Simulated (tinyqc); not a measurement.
p-n diode, drift-diffusion by the Gummel loop with Scharfetter-Gummel fluxes: effect of the SRH lifetime of electrons at fixed bias.

Abrupt junction at x = 0, p side from -Lp, n side to Ln, ohmic contacts. psi is counted from the intrinsic level; n = ni exp((psi - phin)/Vt), p = ni exp((phip - psi)/Vt). Contacts: p side psi = V - Vt ln(Na/ni), p = Na, n = ni^2/Na; n side psi = Vt ln(Nd/ni), n = Nd, p = ni^2/Nd. Constant mobilities, D = mu Vt, Boltzmann statistics, SRH recombination through a mid-gap level, U = (n p - ni^2)/(tp (n + ni) + tn (p + ni)). Current is positive from the p contact to the n contact.

ni = sqrt(Nc Nv) exp(-Eg/(2 Vt)), Eg in volts. Poisson and both continuity equations are solved self-consistently with Scharfetter-Gummel fluxes on a graded mesh of 500 nodes. J_scr is q times the integral of U between -xp and xn. Ideal diffusion current J_id = q ni^2 [Dn coth(wp/Le)/(Le Na) + Dp coth(wn/Lh)/(Lh Nd)] (exp(V/Vt) - 1), Le = sqrt(Dn tn), Lh = sqrt(Dp tp), wp = Lp - xp, wn = Ln - xn, with xp and xn from the depletion approximation (W = sqrt(2 eps0 eps_r (Vbi - V)(1/Na + 1/Nd)/q), xp = W Nd/(Na + Nd), xn = W Na/(Na + Nd), Vbi = Vt ln(Na Nd/ni^2)). Ideality factor = 0.004 V/(Vt ln[J(V + 0.004 V)/J(V)]).

Parameters, values chosen for the exercise; band and dielectric values close to those of indium phosphide:
- T = 300 K (temperature)
- Eg = 1.35 eV (band gap)
- eps_r = 12.3 (relative permittivity)
- Nc = 5.73e17 cm^-3 (conduction-band density of states at T)
- Nv = 1.11e19 cm^-3 (valence-band density of states at T)
- Na = 3.1e17 cm^-3 (acceptor density of the p side)
- Nd = 1.4e17 cm^-3 (donor density of the n side)
- mun = 2300 cm^2/(V s) (electron mobility)
- mup = 92 cm^2/(V s) (hole mobility)
- tp = 3e-8 s (SRH lifetime of holes)
- Lp = 0.68 um (length of the p side)
- Ln = 0.5 um (length of the n side)
- G = 0 cm^-3 s^-1 (uniform generation rate)
- V = 0.63 V (bias of the p contact)

Constants: q = 1.602176634e-19 C, kB = 1.380649e-23 J/K, Vt = kB T/q, eps0 = 8.8541878128e-14 F/cm where lengths are in cm. Results are converted to the units shown.

Result of one run:

| tn (s) | J (A/cm^2) | ideality factor | J_scr/J (%) | J_id (A/cm^2) | share recombining at the contacts (%) | larger minority/doping at -xp and xn |
|---|---|---|---|---|---|---|
| 1e-5 | 3.04e-6 | 1.05 | 10.4 | 2.73e-6 | 89.5 | 4.12e-10 |

What becomes of these results when the SRH lifetime of electrons tn is changed from 1e-5 to 1e-6 s, all else the same?

Result of the changed run:

| tn (s) | J (A/cm^2) | ideality factor | J_scr/J (%) | J_id (A/cm^2) | share recombining at the contacts (%) | larger minority/doping at -xp and xn |
|---|---|---|---|---|---|---|
| 1e-6 | 3.64e-6 | 1.13 | 25.2 | 2.73e-6 | 74.7 | 4.12e-10 |

The whole series:

| tn (s) | J (A/cm^2) | ideality factor | J_scr/J (%) | J_id (A/cm^2) | share recombining at the contacts (%) | larger minority/doping at -xp and xn |
|---|---|---|---|---|---|---|
| 1e-11 | 2.41e-4 | 1.83 | 97.1 | 6.82e-6 | 0.499 | 4.12e-10 |
| 1e-10 | 7.75e-5 | 1.83 | 95.8 | 3.28e-6 | 3.16 | 4.12e-10 |
| 1e-9 | 2.71e-5 | 1.74 | 89.7 | 2.79e-6 | 9.92 | 4.12e-10 |
| 1e-8 | 1.08e-5 | 1.54 | 74.8 | 2.73e-6 | 25.1 | 4.12e-10 |
| 1e-7 | 5.43e-6 | 1.30 | 49.9 | 2.73e-6 | 50.0 | 4.12e-10 |
| 1e-6 | 3.64e-6 | 1.13 | 25.2 | 2.73e-6 | 74.7 | 4.12e-10 |
| 1e-5 | 3.04e-6 | 1.05 | 10.4 | 2.73e-6 | 89.5 | 4.12e-10 |

As tn rises from 1e-11 to 1e-5, J falls from 2.41e-4 to 3.04e-6 A/cm^2, the share of the depleted layer falls from 97.1 to 10.4 % and the share lost at the contacts rises from 0.499 to 89.5 %. The exponent d ln J/d ln tn is -0.49 between the first two rows and -0.08 between the last two. J less J_scr is 0.24 % below J_id in the last row.

Program tinyqc, `OMP_NUM_THREADS=1 python tinyqc.py 2240044 2240045 out.jsonl`; Intel Xeon 2.30GHz, shared host, one thread, about 0.1 s.
